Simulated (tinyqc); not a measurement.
Worked calculation: one-electron ion in a basis of Gaussians. Computed by tinyqc, a small Python program that keeps every step. Settings: Z = 3, l = 0. Command: `OMP_NUM_THREADS=1 python tinyqc.py 28401 28402 out.jsonl` (the two numbers bound the seeds that draw the settings). One thread of a shared host (Intel(R) Xeon(R) Processor @ 2.60GHz), about 0.01 s of CPU time with the checks.

## Matrices over normalised Gaussians

exponents of r^l exp(-a r^2) (1/bohr^2): [0.2879, 1.0510, 3.8340, 13.9900, 51.0500, 186.3000, 679.8000]

Z = 3

l = 0

With p = a_i + a_j and I(k) = Gamma((k+1)/2) / (2 p^((k+1)/2)): S = I(2l+2), T = (2l+3) a_i a_j S / p, V = -Z I(2l+1), each divided by sqrt(S_ii S_jj).

S:
$$\begin{pmatrix}
1.0000 & 0.7448 & 0.3640 & 0.1491 & 0.0577 & 0.0220 & 0.0083 \\
0.7448 & 1.0000 & 0.7451 & 0.3641 & 0.1491 & 0.0577 & 0.0220 \\
0.3640 & 0.7451 & 1.0000 & 0.7450 & 0.3640 & 0.1491 & 0.0577 \\
0.1491 & 0.3641 & 0.7450 & 1.0000 & 0.7450 & 0.3640 & 0.1491 \\
0.0577 & 0.1491 & 0.3640 & 0.7450 & 1.0000 & 0.7449 & 0.3640 \\
0.0220 & 0.0577 & 0.1491 & 0.3640 & 0.7449 & 1.0000 & 0.7450 \\
0.0083 & 0.0220 & 0.0577 & 0.1491 & 0.3640 & 0.7450 & 1.0000
\end{pmatrix}$$

T (hartree):
$$\begin{pmatrix}
0.4319 & 0.5050 & 0.2924 & 0.1261 & 0.0496 & 0.0190 & 0.0072 \\
0.5050 & 1.5765 & 1.8437 & 1.0677 & 0.4606 & 0.1810 & 0.0693 \\
0.2924 & 1.8437 & 5.7510 & 6.7255 & 3.8944 & 1.6799 & 0.6602 \\
0.1261 & 1.0677 & 6.7255 & 20.9850 & 24.5408 & 14.2093 & 6.1298 \\
0.0496 & 0.4606 & 3.8944 & 24.5408 & 76.5750 & 89.5485 & 51.8508 \\
0.0190 & 0.1810 & 1.6799 & 14.2093 & 89.5485 & 279.4500 & 326.8027 \\
0.0072 & 0.0693 & 0.6602 & 6.1298 & 51.8508 & 326.8027 & 1019.7000
\end{pmatrix}$$

V (hartree):
$$\begin{pmatrix}
-2.5687 & -2.9175 & -2.5015 & -1.9066 & -1.3999 & -1.0170 & -0.7367 \\
-2.9175 & -4.9079 & -5.5744 & -4.7798 & -3.6431 & -2.6750 & -1.9434 \\
-2.5015 & -5.5744 & -9.3738 & -10.6468 & -9.1288 & -6.9576 & -5.1088 \\
-1.9066 & -4.7798 & -10.6468 & -17.9061 & -20.3377 & -17.4375 & -13.2905 \\
-1.3999 & -3.6431 & -9.1288 & -20.3377 & -34.2050 & -38.8498 & -33.3101 \\
-1.0170 & -2.6750 & -6.9576 & -17.4375 & -38.8498 & -65.3428 & -74.2162 \\
-0.7367 & -1.9434 & -5.1088 & -13.2905 & -33.3101 & -74.2162 & -124.8193
\end{pmatrix}$$

## Generalised eigenproblem

H = T + V (hartree):
$$\begin{pmatrix}
-2.1368 & -2.4125 & -2.2091 & -1.7804 & -1.3504 & -0.9981 & -0.7295 \\
-2.4125 & -3.3314 & -3.7307 & -3.7121 & -3.1825 & -2.4940 & -1.8741 \\
-2.2091 & -3.7307 & -3.6228 & -3.9213 & -5.2344 & -5.2777 & -4.4487 \\
-1.7804 & -3.7121 & -3.9213 & 3.0789 & 4.2031 & -3.2283 & -7.1608 \\
-1.3504 & -3.1825 & -5.2344 & 4.2031 & 42.3700 & 50.6987 & 18.5407 \\
-0.9981 & -2.4940 & -5.2777 & -3.2283 & 50.6987 & 214.1072 & 252.5865 \\
-0.7295 & -1.8741 & -4.4487 & -7.1608 & 18.5407 & 252.5865 & 894.8807
\end{pmatrix}$$

Solve H C = S C e through S^(-1/2); each column has its largest component positive (the first on a tie).

eigenvalues of S: [0.0368, 0.0873, 0.2124, 0.4898, 1.0466, 1.9928, 3.1343]

eigenvalues (hartree): [-4.4978, -1.0884, 2.0471, 19.8835, 97.7607, 409.6685, 1662.2286]

coefficients:
$$\begin{pmatrix}
0.0082 & 1.2992 & -1.0408 & 0.3801 & -0.1587 & 0.0726 & -0.0340 \\
0.4794 & -0.5114 & 2.2092 & -1.2026 & 0.5149 & -0.2336 & 0.1090 \\
0.4773 & -0.2322 & -1.4371 & 2.1957 & -1.1644 & 0.5320 & -0.2456 \\
0.1386 & -0.0639 & -0.0045 & -1.8367 & 2.0843 & -1.1104 & 0.5124 \\
0.0327 & -0.0122 & -0.0600 & 0.1585 & -1.9479 & 1.9889 & -1.0410 \\
0.0058 & -0.0025 & 0.0012 & -0.0601 & 0.2359 & -1.9289 & 1.8355 \\
0.0018 & -0.0007 & -0.0027 & 0.0043 & -0.0505 & 0.1962 & -1.7052
\end{pmatrix}$$

For Z = 3 and l = 0 the exact lowest level is -Z^2/(2 n^2) with n = l + 1: -4.500000 hartree.
